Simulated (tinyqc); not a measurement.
Resistance of a source-drain extension with a graded tip: two steps of the calculation.

y runs along the channel, the gate covers y > 0. The doping is N0 for y < y0 and N0 10^(-(y - y0)/la) beyond, uniform over the depth xj. Sheet conductance s(y) = q mu(N) max(N - Nch, 0) xj + (for y > 0) ma Cox Vo, with mu(N) = u0 + (u1 - u0)/(1 + (N/Nr)^au) and Cox = eps0 eox/tox. Current is taken as one-dimensional; depletion of the tip, spreading and the contact are left out. The metallurgical junction lies at yj, where N = Nch.

Parameters, values chosen for the exercise; mobility law close to that of holes in silicon: relative permittivity of the gate insulator (close to silicon dioxide) eox = 3.9; insulator thickness tox = 3 nm; active doping of the extension far from the gate N0 = 6.4e19 cm^-3; lateral abruptness la = 4.9 nm/decade; position under the gate where the fall begins (gate edge at 0) y0 = 3.2 nm; depth of the extension xj = 11 nm; channel doping Nch = 5.3e17 cm^-3; gate overdrive Vo = 0.67 V; mobility of the gate-induced layer ma = 64 cm^2/(V s); mobility at low doping u1 = 470.5 cm^2/(V s); mobility at high doping u0 = 44.9 cm^2/(V s); reference doping Nr = 2.23e17 cm^-3; exponent au = 0.719; gate length Lg = 90 nm.

Constants: q = 1.602176634e-19 C, eps0 = 8.8541878128e-14 F/cm where lengths are in cm. Results are converted to the units shown.

Task 1. Sheet resistances and junction position. yj = y0 + la log10(N0/Nch); sheet resistance of the full extension 1/[q mu(N0)(N0 - Nch) xj] and of the gate-induced layer 1/(ma Cox Vo); metallurgical length Lg - 2 yj; ye is where the doped and the gate-induced conductances are equal.

Give: yj; sheet resistance of the extension; sheet resistance of the induced layer; metallurgical length; ye; N at ye.

Result 1.

yj = 13.401 nm
sheet resistance of the extension = 1717.5 ohm/square
sheet resistance of the induced layer = 20261 ohm/square
metallurgical length = 63.197 nm
ye = 9.4440 nm
N at ye = 3.4032e18 cm^-3

The gate takes over 3.96 nm before the junction, where N is still 6.42 times the channel doping.

Task 2. Resistance of the overlapped part. Midpoint rule on 12 equal steps from 0 to yj: R_ov = sum h/s(y), per width.

Give: y; N; doped conductance; sheet resistance; R_ov.

Result 2.

```
point	y (nm)	N (cm^-3)	doped conductance (uS)	sheet resistance (ohm/square)
0	0.55839	6.4000e19	582.25	1583.3
1	1.6752	6.4000e19	582.25	1583.3
2	2.7919	6.4000e19	582.25	1583.3
3	3.9087	4.5872e19	431.08	2081.4
4	5.0255	2.7141e19	271.85	3113.2
5	6.1423	1.6059e19	174.31	4471.0
6	7.2591	9.5017e18	113.46	6141.8
7	8.3758	5.6220e18	74.457	8076.7
8	9.4926	3.3264e18	48.412	10228
9	10.609	1.9682e18	30.023	12598
10	11.726	1.1645e18	16.136	15269
11	12.843	6.8902e17	4.9280	18421
```

R_ov = 95.094 ohm um

Computed by the program tinyqc: `OMP_NUM_THREADS=1 python tinyqc.py 2282247 2282248 out.jsonl`, one thread of a shared Intel Xeon 2.30GHz, about 0.03 s for the whole run.
